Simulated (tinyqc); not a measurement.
Worked calculation: tight binding, dimerised chain. One step of it, computed by the program tinyqc.

Question. Levels at X. Diagonalise the Hermitian matrix.

H(k) at X (eV):
```
          A          B
A  0.420000   0.450000
B  0.450000  -0.420000
```

Give: eigenvalues; weights |c|^2 of the basis functions.

Answer.

eigenvalues (eV): -0.6155  0.6155

weights |c|^2 of the basis functions:
```
   band 1  band 2
A  0.1588  0.8412
B  0.8412  0.1588
```
